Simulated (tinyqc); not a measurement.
Vertical double-diffused power MOSFET, components of the on-resistance: one step of the calculation.

Stripe cells of pitch Wp + a, two channels a cell. Current flows through the channels, spreads in the accumulation layer, passes the gap between the p bodies and spreads at 45 degrees into the drift layer below them. Low drain voltage, full ionisation.

Problem. Components of the on-resistance. Pitch p = Wp + a, Cox = 3.9 eps0/tox; zero-bias depletion in the gap w0 = sqrt(2 eps0 eps_r Vbi/(q N Nj)), open gap g = a - 2 w0; R_ch = Lc p/(2 mch Cox Vov); R_acc = 0.6 a p/(4 mac Cox Vov), 0.6 being an empirical factor for current leaving the layer along its length; R_gap = (rho/Nj) xp p/g; spreading depth t = min(W, (p - g)/2); R_drift = (rho p/2) ln((g + 2 t)/g) + rho (W - t); R_on = the sum with Rs.

Parameters, values chosen for the exercise; bulk values close to those of 4H silicon carbide:

| symbol | value | unit | meaning |
|---|---|---|---|
| eps_r | 9.42 |  | relative permittivity |
| tox | 37 | nm | gate oxide thickness (eps_r 3.9) |
| Vov | 13 | V | gate overdrive |
| mch | 16 | cm^2/(V s) | channel mobility |
| mac | 180 | cm^2/(V s) | accumulation-layer mobility |
| Lc | 1 | um | channel length |
| Wp | 4.3 | um | width of the p body in one cell, channels included |
| a | 2.5 | um | gap between neighbouring p bodies |
| xp | 1.2 | um | depth of the p body |
| Nj | 1 |  | doping of the gap over the drift doping |
| Vbi | 2.83 | V | built-in voltage of the body junction |
| Rs | 0.098 | mohm cm^2 | substrate and contact resistance |

Constants: q = 1.602176634e-19 C, eps0 = 8.8541878128e-14 F/cm where lengths are in cm. Results are converted to the units shown.

drift doping N = 1.0930632e16 cm^-3
drift thickness W = 10.691228 um
electron mobility mu at T = 433.95946 cm^2/(V s)
drift resistivity rho = 1.3158161 ohm cm

Find: w0; g; components; R_on; shares.

Solution.

w0 = 0.5192 um
g = 1.462 um
components (mohm cm^2): channel 1.751, accumulation 0.1168, gap 0.7346, drift 1.743, substrate 0.09800
R_on = 4.444 mohm cm^2
shares (%): channel 39.41, accumulation 2.63, gap 16.53, drift 39.23, substrate 2.21

The channel term is the largest. R_on is 3.16 times the ideal drift resistance rho W, and spreading raises the drift term to 1.24 times it.

tinyqc, about 0.01 s, one thread, Intel Xeon 2.30GHz (shared host): `OMP_NUM_THREADS=1 python tinyqc.py 2230123 2230124 out.jsonl`
